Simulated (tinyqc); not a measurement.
One-sided p+-n junction, ionisation integral and breakdown: two steps of the calculation.

A p+ layer at x < 0 and an n drift layer from x = 0. Depletion approximation, built-in voltage neglected. Local ionisation coefficients alpha_n = an exp(-(bn/E)^mx), alpha_p = ap exp(-(bp/E)^mx). Electrons move towards +x, holes towards x = 0.

Inputs (values chosen for the exercise); material values close to those of gallium arsenide:
- eps_r = 12.7 (relative permittivity)
- an = 3.12e5 1/cm (prefactor of the electron ionisation coefficient)
- bn = 7.05e5 V/cm (field constant for electrons)
- ap = 2.11e5 1/cm (prefactor of the hole ionisation coefficient)
- bp = 6.9e5 V/cm (field constant for holes)
- mx = 1.6 (exponent)
- N = 2.7e14 cm^-3 (donor density of the drift layer)
- V = 732 V (reverse voltage)
- fr = 0.5 (share of the depleted width that the grid covers)

Constants: q = 1.602176634e-19 C, eps0 = 8.8541878128e-14 F/cm where lengths are in cm. Results are converted to the units shown.

Task 1. Field and ionisation coefficients on a grid. W = sqrt(2 eps0 eps_r V/(q N)), peak field E0 = q N W/(eps0 eps_r), falling linearly to 0 at W. Grid: 10 equal steps from 0 to fr W.

Wanted: W; x; E; alpha_n; alpha_p.

Result 1.

W = 61.689 um
x, point 0 to 10 (um): [0.000, 3.084, 6.169, 9.253, 12.338, 15.422, 18.507, 21.591, 24.676, 27.760, 30.845]
E, point 0 to 10 (kV/cm): [237.32, 225.45, 213.59, 201.72, 189.85, 177.99, 166.12, 154.26, 142.39, 130.53, 118.66]
alpha_n, point 0 to 10 (1/cm): [1034.4, 634.78, 362.59, 189.83, 89.293, 36.759, 12.789, 3.5852, 0.75789, 0.10988, 0.0095027]
alpha_p, point 0 to 10 (1/cm): [848.58, 529.41, 308.19, 164.92, 79.578, 33.759, 12.172, 3.5622, 0.79368, 0.12284, 0.011540]

Task 2. Ionisation integrals by the trapezoid rule. G(x) = integral from 0 to x of (alpha_n - alpha_p); I_n = integral of alpha_n exp(-G) (electrons injected at x = 0), I_p = integral of alpha_p exp(G(end) - G) (holes injected at the far edge); M = 1/(1 - I). All integrals by the trapezoid rule on the grid.

x, point 0 to 10 (um): [0.000000, 3.084464, 6.168928, 9.253392, 12.337856, 15.422319, 18.506783, 21.591247, 24.675711, 27.760175, 30.844639]
alpha_n, point 0 to 10 (1/cm): [1034.4204, 634.78490, 362.59448, 189.83406, 89.292646, 36.759204, 12.788794, 3.5852098, 0.75789362, 0.10988442, 0.0095026542]
alpha_p, point 0 to 10 (1/cm): [848.57786, 529.41277, 308.18773, 164.92049, 79.578494, 33.758552, 12.171865, 3.5622465, 0.79368124, 0.12284056, 0.011540091]

Find: G; alpha_n exp(-G); I_n; I_p; M_n; M_p.

Result 2.

G, point 0 to 10: [0.000000, 0.044912, 0.069554, 0.081787, 0.087127, 0.089088, 0.089646, 0.089745, 0.089743, 0.089735, 0.089733]
alpha_n exp(-G), point 0 to 10 (1/cm): [1034.4, 606.9, 338.2, 174.9, 81.8, 33.6, 11.7, 3.3, 0.7, 0.1, 0.0]
I_n = 0.54549
I_p = 0.50238
M_n = 2.2002
M_p = 2.0096

Numbers from tinyqc (`OMP_NUM_THREADS=1 python tinyqc.py 2120101 2120102 out.jsonl`; about 0.09 s on one thread of a shared Intel Xeon 2.30GHz).
